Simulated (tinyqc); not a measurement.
Quantum-well laser, gain and threshold: one step of the calculation.

One electron and one heavy-hole subband per well, parabolic, with equal sheet densities n of electrons and holes; k-conserving transitions, TE polarisation, no line broadening, so the gain starts as a step at E0 and peaks there. All wells are pumped alike.

Task. Threshold density by Newton steps. fe = 1 - exp(-n/Nc) and fh = 1 - exp(-n/Nv) are the fillings of the two band edges; f = g0 (fe + fh - 1) - gth; f' = g0 [(1 - fe)/Nc + (1 - fh)/Nv]; n(new) = n - f/f'.

n at the start = 7e11 cm^-2
Nc = 7.2354599e11 cm^-2
Nv = 3.8229146e12 cm^-2
g0(E0) = 8325.5334 1/cm
gth = 511.88136 1/cm

Wanted: fe; fh; f; f'; n after iteration 1.

Result.

fe = 0.6200
fh = 0.1673
f = -2283 1/cm
f' = 6.186e-9 cm
n after iteration 1 = 1.069e12 cm^-2

Range of the model: The second hole subband, left out here, lies within about 2 Vt of the first in a well this wide.

Numbers from tinyqc (`OMP_NUM_THREADS=1 python tinyqc.py 2840018 2840019 out.jsonl`; about 0.01 s on one thread of a shared Intel Xeon 2.30GHz).
